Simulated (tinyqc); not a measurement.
Worked calculation: kinetic Monte Carlo and master equation for a particle on a ring of sites with traps and bias. Computed by tinyqc, a small Python program that keeps every step. Command: `OMP_NUM_THREADS=1 python tinyqc.py 3000586 3000587 out.jsonl kmc walk`. One thread of a shared host (Intel(R) Xeon(R) Processor @ 2.30GHz), about 0.09 s of CPU time with the checks. Intermediate numbers are printed to about 5 digits and carried at full precision; extremes and crossings named in words are read from the listed rows.

8 sites on a ring, numbered 1 to 8. The saddle between i and i+1 lies at E0 + s b_i and site i at s eps_i; a force F tilts the landscape, with the saddle half-way.

Inputs (values chosen for the exercise, for a model defect):

| quantity | value | unit |
|---|---|---|
| reference barrier E0 | 0.56 | eV |
| scale factor s of the disorder | 1 | - |
| attempt frequency nu | 12 | THz |
| temperature T | 340 | K |
| site spacing a | 2.8 | angstrom |
| force F along the ring | 0.00019 | eV/angstrom |
| seed of the random numbers | 373450 | - |

Disorder: random barriers.

site energies eps_i (eV): 0  0  0  0  0  0  0  0

saddle shifts b_i between sites i and i+1 (eV): -0.042  -0.042  0.01  0.015  -0.031  0.025  0.03  0.028

Constants: k_B = 8.617333262e-05 eV/K.

## Rate table

Rates: k(i to i+1) = nu exp(-(E0 + s b_i - s eps_i - F a/2)/(k_B T)), k(i to i-1) = nu exp(-(E0 + s b_(i-1) - s eps_i + F a/2)/(k_B T)). Share right = k right/(k right + k left); mean stay = 1/(k right + k left).

Rates, shares of right hops and mean stays:

| site | k right (1/s) | k left (1/s) | share right | mean stay (s) |
|---|---|---|---|---|
| 1 | 2.5402e+05 | 2.2876e+04 | 0.91738 | 3.6114e-06 |
| 2 | 2.5402e+05 | 2.4945e+05 | 0.50454 | 1.9862e-06 |
| 3 | 4.3061e+04 | 2.4945e+05 | 0.14721 | 3.4186e-06 |
| 4 | 3.6305e+04 | 4.2286e+04 | 0.46195 | 1.2724e-05 |
| 5 | 1.7451e+05 | 3.5652e+04 | 0.83036 | 4.7582e-06 |
| 6 | 2.5807e+04 | 1.7137e+05 | 0.13088 | 5.0716e-06 |
| 7 | 2.1758e+04 | 2.5343e+04 | 0.46195 | 2.1231e-05 |
| 8 | 2.3296e+04 | 2.1367e+04 | 0.52159 | 2.2390e-05 |

The particle stays longest on site 8, 11.3 times as long as on the quickest site.

## Twelve steps of the residence-time algorithm

Random numbers:

| step | r1 | r2 |
|---|---|---|
| 1 | 0.0636 | 0.7602 |
| 2 | 0.6099 | 0.3730 |
| 3 | 0.1453 | 0.3722 |
| 4 | 0.4296 | 0.1038 |
| 5 | 0.0550 | 0.4030 |
| 6 | 0.9827 | 0.8114 |
| 7 | 0.7710 | 0.4415 |
| 8 | 0.5073 | 0.0255 |
| 9 | 0.4939 | 0.6385 |
| 10 | 0.1182 | 0.1675 |
| 11 | 0.4386 | 0.9870 |
| 12 | 0.5934 | 0.0498 |

Start on site 1 at t = 0. Hop right if r1 is below the share right, else left; advance the clock by -ln(r2) times the mean stay.

Trajectory:

| step | site | hop | wait (s) | clock (s) | net hops |
|---|---|---|---|---|---|
| 1 | 1 | right | 9.9015e-07 | 9.9015e-07 | 1 |
| 2 | 2 | left | 1.9587e-06 | 2.9489e-06 | 0 |
| 3 | 1 | right | 3.5692e-06 | 6.5181e-06 | 1 |
| 4 | 2 | right | 4.4993e-06 | 1.1017e-05 | 2 |
| 5 | 3 | right | 3.1069e-06 | 1.4124e-05 | 3 |
| 6 | 4 | left | 2.6592e-06 | 1.6784e-05 | 2 |
| 7 | 3 | left | 2.7950e-06 | 1.9579e-05 | 1 |
| 8 | 2 | left | 7.2875e-06 | 2.6866e-05 | 0 |
| 9 | 1 | right | 1.6202e-06 | 2.8486e-05 | 1 |
| 10 | 2 | right | 3.5489e-06 | 3.2035e-05 | 2 |
| 11 | 3 | left | 4.4734e-08 | 3.2080e-05 | 1 |
| 12 | 2 | left | 5.9581e-06 | 3.8038e-05 | 0 |

## Steady state

Master equation dP/dt = W P, W_(i+1,i) = k right, W_(i-1,i) = k left, columns summing to zero. The steady state is its null vector; drift v = a sum P_i (k right - k left). D = a^2 lambda''(0)/2, where lambda(q) is the leading eigenvalue of W with right hops weighted by exp(q) and left hops by exp(-q). The slowest relaxation rate is minus the real part of the next eigenvalue of W. 1 angstrom = 1e-8 cm.

occupations P_i: 0.12200  0.12386  0.12576  0.12584  0.12552  0.12727  0.12591  0.12383

drift velocity v = 2.0992e-05 cm/s

diffusivity D = 3.2377e-11 cm^2/s

slowest relaxation rate = 19840 1/s

The Boltzmann occupations exp(-s eps_i/(k_B T))/Z differ from these by at most 0.0030: the current piles particles up in front of high saddles.

## Closed form at zero force

At zero force D0 = a^2 nu exp(-E0/(k_B T)) / [<exp(-s eps/(k_B T))> <exp(s b/(k_B T))>], with means over the ring; Einstein relation v = D0 F/(k_B T); 1 angstrom = 1e-8 cm.

zero-force diffusivity D0 = 3.2371e-11 cm^2/s

D0 over the value without disorder = 0.68780

Einstein drift = 2.0992e-05 cm/s

F a/(k_B T) = 0.018; the true drift is 1.0000 times the Einstein value.

## Sampled drift against the exact one

400 independent walkers start on sites drawn with weights P_i (k right + k left), the steady shares of hops (random numbers not printed); the estimate is total displacement over total time, with its standard error from the spread between walkers.

Drift from sampling:

| hops per walker | estimate (cm/s) | standard error (cm/s) | deviation in standard errors |
|---|---|---|---|
| 10 | -6.8769e-05 | 6.3208e-05 | -1.4201 |
| 30 | -4.8129e-05 | 3.4929e-05 | -1.9789 |
| 100 | 8.0707e-06 | 1.8983e-05 | -0.6807 |
| 300 | 1.0838e-05 | 1.1096e-05 | -0.9152 |
| 1000 | 1.2131e-05 | 5.9330e-06 | -1.4935 |
| 3000 | 1.9550e-05 | 3.3700e-06 | -0.4280 |

The exact drift is 2.099e-5 cm/s. The standard error falls by a factor 3.20 from 100 to 1000 hops (sqrt10 = 3.16), and in the last row it is 16 % of the drift: a weak force is hard to see under thermal hops, which is why such runs use the Einstein relation instead.

Checks made by the program: closed form against the master equation at zero force (relative difference 2e-06).
